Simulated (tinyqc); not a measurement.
Kronig-Penney superlattice by transfer matrices: sweeps and comparisons. A value that a table varies takes the place of the one given here.

Wells (width a, potential 0, mass mw) alternate with barriers (width b, height V0, mass mb); period d = a + b; c = hbar^2/2m0. The vector (psi, psi'/m) is continuous, and a layer of thickness t carries it by M = [[cos kt, (m/k) sin kt], [-(k/m) sin kt, cos kt]] with k = sqrt(m (E - V)/c); for E < V, k = i kappa gives [[cosh, (m/kappa) sinh], [(kappa/m) sinh, cosh]] of kappa t. A Bloch state obeys cos(q d) = tr(Mb Mw)/2.

Constants: hbar^2/2m0 = 3.80998211 eV angstrom^2.

Parameters, chosen for this exercise (near those of a non-polar GaN superlattice with barriers of AlGaN; not measured data): a = 26 angstrom (well width); V0 = 0.39 eV (barrier height); mw = 0.204 m0 (mass in the wells); mb = 0.231 m0 (mass in the barriers); bs = (9.5, 14.2, 19, 24.7, 30.4, 38, 47.5) angstrom (barrier widths); b = 19 angstrom (barrier width).

## Barrier width

First miniband against b. m_z = -2 c f'/d^2 with f = tr M/2 at the bottom of the band. E1 is the level of the single well, kappa1 its decay constant in the barrier.

First miniband:
```
b (angstrom)  bottom (eV)  top (eV)  W (meV)    ln W  m_z (m0)
9.5                0.0763    0.1491    72.75   4.287     0.255
14.2               0.0904    0.1291    38.70   3.656     0.322
19.0               0.0983    0.1188    20.49   3.020     0.437
24.7               0.1033    0.1130    9.687   2.271     0.674
30.4               0.1057    0.1103    4.591   1.524      1.10
38.0               0.1071    0.1088    1.699   0.530      2.24
47.5               0.1077    0.1082   0.4904  -0.712      5.80
```

E1 = 0.1080 eV
kappa1 = 0.1308 1/angstrom

What does this show, and why?

W falls from 72.8 to 0.49 meV, and both edges close in on E1. The slope of ln W is -0.1343 per angstrom over the first two rows and -0.1308 over the last two, against -kappa1 = -0.1308: the width follows one power of the tunnelling amplitude once the wells couple weakly. m_z grows by a factor 22.7. Layers under about 10 angstrom are at the limit of envelope theory.

## From one barrier to a miniband

Transmission through N barriers separated by wells, between leads of the well material: T = 4/[(M11 + M22)^2 + (u M12 - M21/u)^2] with u = k/mw and M the product over all layers; twelve evenly spaced energies around the first miniband.

Transmission:
```
E (eV)    tr M/2 of a period   N = 1     N = 2     N = 4     N = 8
0.089118               2.157  0.0177  0.000965  3.50e-06  4.67e-11
0.092844               1.668  0.0187   0.00171  2.05e-05  3.09e-09
0.096569               1.209  0.0198   0.00344  0.000234  1.43e-06
0.100295               0.776  0.0209   0.00876    0.0496    0.0153
0.104021               0.371  0.0220    0.0393    0.0191     0.643
0.107747              -0.010  0.0232     0.984     0.941     0.799
0.111473              -0.365  0.0244    0.0446    0.0213     0.498
0.115198              -0.698  0.0256    0.0133     0.831     0.552
0.118924              -1.007  0.0269   0.00675   0.00160  0.000318
0.122650              -1.295  0.0282   0.00430  0.000194  4.76e-07
0.126376              -1.563  0.0295   0.00310  5.16e-05  1.52e-08
0.130102              -1.810  0.0309   0.00243  1.97e-05  1.34e-09
```

What can be read from the table?

5 of the energies lie in the miniband (|tr M/2| <= 1); there T for N = 8 runs between 0.0153 and 0.799. In the gaps it falls with N: at E = 0.1301 eV from 1.97e-05 (N = 4) to 1.34e-09 (N = 8), a slope of ln T of -2.40 a period, against -2 arccosh|tr M/2| = -2.40.

## What each parameter does

Bottom and width of the first miniband, the gap above it, and m_z = -2 c f'/d^2 with f = tr M/2. Each row changes one parameter from the base and keeps the others.

Results:
```
case             bottom (eV)  width (meV)  gap (meV)  m_z (m0)
base                  0.0983         20.5      219.2    0.4372
a = 29 angstrom       0.0865         16.3      202.9    0.4750
b = 22 angstrom       0.1014         13.8      226.3    0.5447
V0 = 0.448 eV         0.1057         17.0      244.3    0.5106
mw = 0.2244 m0        0.0956         18.9      211.1    0.4718
mb = 0.2656 m0        0.0959         16.6      225.2    0.5263
```

How do the results move?

The largest shifts from the base row, up to three for each result and ties (the steps differ in size, so this ranks the rows, not the parameters). bottom (eV): a -0.0119, V0 +0.0074, b +0.0030. width (meV): b -6.7, a -4.2, mb -3.9. gap (meV): V0 +25.2, a -16.3, mw -8.1. m_z (m0): b +0.1075, mb +0.0891, V0 +0.0734.

tinyqc: `OMP_NUM_THREADS=1 python tinyqc.py 1252213 1252214 out.jsonl`; about 0.05 s, one thread, shared Intel(R) Xeon(R) Processor @ 2.30GHz.
